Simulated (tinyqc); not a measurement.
The vacancy as the cations move: bond unit of a tetrahedral oxide and its oxygen vacancy in tight binding.

Without the oxygen the two hybrids face each other at distance R and couple by -V2, V2 = 3.22 x 2c/R^2, c = hbar^2/2m0: a bond at eh - V2 with two electrons and an antibond at eh + V2. Levels are measured from eop, the lone-pair level that stands for the top of the valence band.

Constants: hbar^2/2m0 = 3.80998211 eV angstrom^2.

Parameters, chosen for this exercise (out of a larger set: near tabulated values for SiO2; not measured data):

| symbol | value | unit | meaning |
|---|---|---|---|
| es | -14.83 | eV | s level of the cation |
| ep | -7.64 | eV | p level of the cation |
| eop | -16.6 | eV | p level of oxygen |

R is varied; eh = (es + 3 ep)/4. The last two columns are the band energies of the bond with two electrons, -2 V2, and with one, -V2.

Against R (eV):

| R (angstrom) | V2 | bond level | antibond level | two electrons | one electron |
|---|---|---|---|---|---|
| 2.20 | 5.069 | 2.093 | 12.232 | -10.139 | -5.069 |
| 2.35 | 4.443 | 2.720 | 11.605 | -8.886 | -4.443 |
| 2.50 | 3.926 | 3.237 | 11.088 | -7.852 | -3.926 |
| 2.70 | 3.366 | 3.797 | 10.528 | -6.731 | -3.366 |
| 3.00 | 2.726 | 4.436 | 9.889 | -5.453 | -2.726 |
| 3.30 | 2.253 | 4.909 | 9.416 | -4.506 | -2.253 |
| 3.70 | 1.792 | 5.370 | 8.955 | -3.585 | -1.792 |
| 4.20 | 1.391 | 5.772 | 8.553 | -2.782 | -1.391 |

How do the results move, and what explains it?

The bond level rises from 2.09 eV at 2.2 to 5.77 eV at 4.2 angstrom, towards the lone hybrid at 7.16 eV. Taking one electron away halves the pull between the cations (at 2.5 angstrom from 6.28 to 3.14 eV/angstrom), so the positive vacancy relaxes outward and its level moves up: capture and release of a hole take place at different energies.

Computed by tinyqc, a small Python program: `OMP_NUM_THREADS=1 python tinyqc.py 1452490 1452491 out.jsonl` (the numbers bound the seed that draws the inputs); one thread of a shared host (Intel(R) Xeon(R) Processor @ 2.30GHz), about 0.01 s for the whole set of steps.
